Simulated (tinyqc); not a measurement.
# Worked calculation: trench capacitor in an array: capacitance, non-linearity, leakage and relaxation

Numbers from tinyqc (`OMP_NUM_THREADS=1 python tinyqc.py 2102148 2102149 out.jsonl`; about 0.01 s on one thread of a shared Intel Xeon 2.30GHz). Printed values are rounded.

A film between two metal electrodes, each interface adding a series capacitance ci. The small-signal permittivity is ek (1 + aq E^2); the field is found with the linear permittivity. Leakage J = J0 sinh(E/Ef). After a voltage step the film passes a relaxation current kr C V tt^(-nr), tt being the time in seconds. The sidewall is a coaxial capacitor with radii a = dm/2 - t and b = dm/2, depth AR dm; the end face is left out.

Parameters, values chosen for the exercise; permittivity of the order of that of titanium dioxide: relative permittivity of the film ek = 81.8; film thickness t = 24 nm; capacitance of each electrode interface (dead layer and screening) ci = 130 uF/cm^2; quadratic field coefficient of the permittivity aq = 0.028 cm^2/MV^2; bias V = 1.1 V; leakage prefactor J0 = 6.1e-11 A/cm^2; field for an e-fold rise of the leakage Ef = 0.26 MV/cm; diameter of the hole dm = 210 nm; aspect ratio, depth over diameter AR = 30; pitch of the square array pt = 320 nm; resistivity of the inner electrode rho = 300 uohm cm.

Constants: eps0 = 8.8541878128e-14 F/cm where lengths are in cm. Results are converted to the units shown.

## Planar capacitance, field and non-linearity

Planar film: Cf = eps0 ek/t, 1/C = 1/Cf + 2/ci, EOT = 3.9 eps0/C, effective permittivity C t/eps0, E = (V/t) C/Cf; quadratic coefficient [C(V)/C - 1]/V^2 with Cf (1 + aq E^2) in C(V).

Cf = 3.01780 uF/cm^2
C = 2.88391 uF/cm^2
EOT = 1.19738 nm
effective permittivity = 78.1707
E = 0.437998 MV/cm
quadratic coefficient = 4241.35 ppm/V^2
J = 1.58747e-10 A/cm^2

The interfaces take 4.44 % of the voltage.

## Cell capacitance, fields and time constant

Per length 1/c = ln(b/a)/(2 pi eps0 ek) + (1/a + 1/b)/(2 pi ci); cell capacitance c AR dm; per footprint over pt^2; fields c V/(2 pi eps0 ek r) at r = a and b; resistance of the inner electrode rho AR dm/(pi a^2); time constant R C/3 of the distributed line.

a = 81 nm
b = 105 nm
cell capacitance = 105.521 fF
capacitance per footprint = 103.048 uF/cm^2
field at a = 0.499834 MV/cm
field at b = 0.385586 MV/cm
R = 0.916942 kohm
R C/3 = 32.2523 ps

The array gives 35.7 times the planar capacitance per footprint; curvature makes the field at the inner electrode 1.14 times the planar value.
